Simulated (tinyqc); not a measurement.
X-ray photoelectron analysis of a thin oxide on a semiconductor: attenuation lengths, thickness, angle series and band offsets: one step, computed by the program tinyqc.

The same element is seen in the oxide and in the substrate, at nearly the same kinetic energy; films are flat and uniform, and the work function is ignored.

Task: Peak ratio. R_0 = (rho_o/M_o) L_o/((rho_s/M_s) L_s); peak ratio R = I_ox/I_sub = R_0 [exp(d/(L_o cos theta)) - 1]; hence d = L_o cos theta ln(1 + R/R_0). A carbon layer weakens both peaks alike, by exp(-d_C/(L_o cos theta)) if its L is taken equal to L_o. This R_0 leaves out intrinsic losses from the substrate peak, so calibrated values can be larger.

Inputs (values chosen for the exercise, modelled on SiO2 on 4H-SiC):
```
quantity,value,unit
oxide density,2.19,g/cm^3
oxide formula mass,60.08,g/mol
substrate density,3.21,g/cm^3
substrate formula mass,40.1,g/mol
oxide thickness d,4.7,nm
emission angle from the normal,45,degrees
carbon overlayer,0.99,nm
```

L in the oxide = 3.006123 nm

L in the substrate = 2.249883 nm

Give: R_0; d/(L_o cos theta); ratio R; oxide share of the counts; attenuation by carbon; depth 3 L_o cos theta.

Result:

R_0 = 0.6084

d/(L_o cos theta) = 2.211

ratio R = 4.944

oxide share of the counts = 0.8318

attenuation by carbon = 0.6277

depth 3 L_o cos theta = 6.377 nm
